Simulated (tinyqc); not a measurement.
Worked calculation: five-level k.p model folded onto the conduction band. Values are carried at full precision from step to step, so a last printed digit may differ when a step is redone from the rounded ones.

Second-order sums for the lowest conduction level at E: 1/m = 1 + Cm + (Ep/3)(2/E + 1/(E + Dso)) - (Ep2/3)(2/(E7 + D2 - E) + 1/(E7 - E)); g/2 = 1 + Cg - (Ep/3)(1/E - 1/(E + Dso)) - (Ep2/3)(1/(E7 - E) - 1/(E7 + D2 - E)). E is counted from the top of the valence band; E = Eg at the edge.

Constants: hbar^2/2m0 = 3.80998211 eV angstrom^2.

Inputs chosen for the exercise (near those of CdTe; shifted at random, so the results belong to these values and not to a real crystal):
- Eg = 1.622 eV (gap at Gamma to the s-like level)
- Dso = 0.923 eV (spin-orbit splitting)
- Ep = 18.8 eV (Kane energy)
- E7 = 5.2 eV (upper Gamma7 conduction level, from the valence top)
- D2 = 0.29 eV (its spin-orbit splitting, Gamma8 above Gamma7)
- Ep2 = 1.8 eV (Kane energy to the upper levels)
- Cm = -0.4 (remote term in 1/m)
- Cg = 0 (remote term in g/2)
- k = 0.073 1/angstrom (wave vector along z)

## Mass and g factor term by term

Evaluate at E = Eg.

Terms:
```
level           part of 1/m  part of g
free + remote        0.6000     2.0000
Gamma8 valence       7.7271    -7.7271
Gamma7 valence       2.4623     4.9247
Gamma8 upper        -0.3102     0.3102
Gamma7 upper        -0.1677    -0.3354
```

m = 0.0970 m0
g = -0.828

The valence levels give 10.19 to 1/m and the upper levels take 0.48 away. In g the two valence terms nearly cancel when Dso is small against Eg; here Dso/Eg = 0.57 and they leave -2.802, the upper pair -0.025.

## The matrix at one k

For k along z and one spin sector the level c couples to four states. With c0 = hbar^2/2m0, P = sqrt(Ep c0), P2 = sqrt(Ep2 c0): diagonal Eg + (1 + Cm) c0 k^2 for c, and 0, -Dso, E7 + D2, E7 for lh, so, G8 up, G7 up (their own dispersion is left out); couplings of c: sqrt(2/3) P k to lh, sqrt(1/3) P k to so, sqrt(2/3) P2 k to G8 up, sqrt(1/3) P2 k to G7 up (phases chosen real).

Fill in the matrix.

H (eV), rows c, lh, so, G8 up, G7 up and columns alike:
```
[[1.63418, 0.50445, 0.35670, 0.15609, 0.11037],
 [0.50445, 0, 0, 0, 0],
 [0.35670, 0, -0.92300, 0, 0],
 [0.15609, 0, 0, 5.49000, 0],
 [0.11037, 0, 0, 0, 5.20000]]
```

## Exact folding onto c

Solve E = H_cc + S(E), S(E) = sum_j H_cj^2/(E - H_jj), from E = H_cc, by plain substitution and by Newton steps on E - H_cc - S(E). The weight of c in the state is Z = 1/(1 - dS/dE). The exact level is the third eigenvalue of H from below.

Iterates (eV):
```
step  substitution   Newton
0          1.63418  1.63418
1          1.82992  1.80936
2          1.80919  1.81101
3          1.81119  1.81101
4          1.81100  1.81101
5          1.81102  1.81101
6          1.81101  1.81101
7          1.81101  1.81101
```

exact level = 1.81101 eV
Z = 0.9112

Substitution multiplies the error by about dS/dE = 1 - 1/Z = -0.097 a step, so it alternates; after 7 steps it is off by 1.6e-08 eV, while Newton is within 1e-5 eV from step 2 on.

## Loewdin series

Expanding E = H_cc + S(E) about Eg in powers of k^2, with s_n = sum_j H_cj^2/(Eg - H_jj)^n: order k^2: e2 = (1 + Cm) c0 k^2 + s1; order k^4: e4 = -s2 e2; order k^6: e6 = s3 e2^2 + s2^2 e2.

Give each order and the partial sums, counted from Eg.

s1 (eV), s2 (no unit), s3 (1/eV); (1 + Cm) c0 k^2 is H_cc - Eg: [0.19718, 0.11895, 0.06666]

e2, e4, e6 (eV): [0.20936, -0.02490, 0.00588]

partial sums (eV): [0.20936, 0.18446, 0.19034]

The exact value is 0.18901 eV; the errors of the partial sums are +20.34, -4.56 and +1.33 meV.

## Checks

- Curvature of the exact level at small k against the sum for 1/m: 10.311 against 10.312.

(tinyqc, `OMP_NUM_THREADS=1 python tinyqc.py 1051206 1051207 out.jsonl`, Intel(R) Xeon(R) Processor @ 2.30GHz, 1 thread, shared host, about 0.01 s.)
